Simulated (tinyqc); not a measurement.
Ion implantation: universal nuclear stopping, Lindhard-Scharff electronic stopping and a Gaussian range profile: one step, computed by the program tinyqc.

An ion slows by elastic collisions with screened nuclei and by friction with electrons; channelling is ignored and the target is uniform.

Problem. Range and straggle. Reduced energy eps = 32.53 M2 E/(Z1 Z2 (M1 + M2)(Z1^0.23 + Z2^0.23)), E in keV; s_n = ln(1 + 1.1383 eps)/(2 (eps + 0.01321 eps^0.21226 + 0.19593 eps^0.5)) for eps up to 30 and ln(eps)/(2 eps) above; S_n = 8.462 Z1 Z2 M1 s_n/((M1 + M2)(Z1^0.23 + Z2^0.23)) in 1e-15 eV cm^2. S_e = k 3.83 Z1^(7/6) Z2/(Z1^(2/3) + Z2^(2/3))^(3/2) sqrt(E/M1) in 1e-15 eV cm^2, E in keV. Path length R = int_0^E dE'/(N (S_n + S_e)); energy lost to nuclei nu = int_0^E S_n/(S_n + S_e) dE' (both with E' = E y^3 and 64 Gauss-Legendre points in y). Estimates of Lindhard type: R_p = R/(1 + M2/(3 M1)), straggle dR_p = (2/3) R_p sqrt(M1 M2)/(M1 + M2).

Inputs (values chosen for the exercise, modelled on carbon ions in copper):
```
quantity,value,unit
ion atomic number Z1,6,-
ion mass M1,12,u
target atomic number Z2,29,-
target mass M2,63.55,u
target density N,84.9,1/nm^3
ion energy E,4.4,keV
scale factor of electronic stopping k,1,-
```

Give: path length R; projected range R_p; straggle dR_p; energy lost to nuclei nu.

Solution.

path length R = 22.95 nm

projected range R_p = 8.298 nm

straggle dR_p = 2.022 nm

energy lost to nuclei nu = 3.120 keV

71 % of the energy goes to nuclei over the whole path. Caution: the estimates of R_p and dR_p assume mainly nuclear stopping and an ion not much lighter than the target; here they are rough, and for light ions in heavy targets the straggle can be low by a factor of two or more.
